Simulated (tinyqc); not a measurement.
Thickness and doping from the maximum and minimum capacitance.

Question. A MOS capacitor has Cmax = Cox = eps0 eox/tox and 1/Cmin = 1/Cox + Wm/(eps0 eps_r), with Wm = sqrt(4 eps0 eps_r Vt ln(N/ni)/(q N)) and N well above ni. Find tox, Wm and N.

Parameters, values chosen for the exercise; band and dielectric values close to those of silicon: temperature T = 325 K; relative permittivity eps_r = 11.5; relative permittivity of the gate insulator (close to zirconium oxide) eox = 24.9.

Constants: q = 1.602176634e-19 C, kB = 1.380649e-23 J/K, Vt = kB T/q, eps0 = 8.8541878128e-14 F/cm where lengths are in cm. Results are converted to the units shown.

Cmax = 0.84795876 uF/cm^2
Cmin = 0.10168031 uF/cm^2
ni = 9.0037196e10 cm^-3

Solution. Cmax gives tox and the series difference Wm. N follows by iterating N = 4 eps0 eps_r Vt ln(N/ni)/(q Wm^2); ln(N/ni)/N falls steadily for N > e ni, so there is one root in that range.

tox = 26.00 nm
Wm = 88.13 nm
N = 1.300e17 cm^-3

Computed by the program tinyqc: `OMP_NUM_THREADS=1 python tinyqc.py 2060091 2060092 out.jsonl`, one thread of a shared Intel Xeon 2.30GHz, about 0.01 s for the whole run.
